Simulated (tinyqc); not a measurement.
From results back to parameters: carbon nanotube by zone folding. Three cases, with inputs chosen for the exercise.

Problem. d = sqrt3 acc sqrt(n^2 + nm + m^2)/pi and tan(theta) = sqrt3 m/(2n + m). Diameter and chiral angle below belong to a hidden tube.

Find: n, m; type in zone folding.

Method. With L = pi d/a, a = sqrt3 acc, the components of C are n + m/2 = L cos(theta) and sqrt3 m/2 = L sin(theta). The tube is metallic where n - m is a multiple of three.

Case 1.

Values chosen (out of a larger set: near those used for carbon; not measured data): acc = 1.44 angstrom (bond length).

d = 15.819 angstrom
theta = 28.56 degrees

Solution.

n, m: 12  11

type in zone folding: semiconducting

Case 2.

Values chosen (out of a larger set: near those used for carbon; not measured data): acc = 1.42 angstrom (bond length).

d = 11.533 angstrom
theta = 10.16 degrees

Solution.

n, m: 13  3

type in zone folding: semiconducting

Case 3.

Values chosen (out of a larger set: near those used for carbon; not measured data): acc = 1.44 angstrom (bond length).

d = 24.068 angstrom
theta = 29.05 degrees

Solution.

n, m: 18  17

type in zone folding: semiconducting

Computed by tinyqc, one run a case: `OMP_NUM_THREADS=1 python tinyqc.py N N+1 out.jsonl` with N = 1450812, 1450876, 1450970; one thread of a shared Intel(R) Xeon(R) Processor @ 2.30GHz, about 0.06 s a run at most.
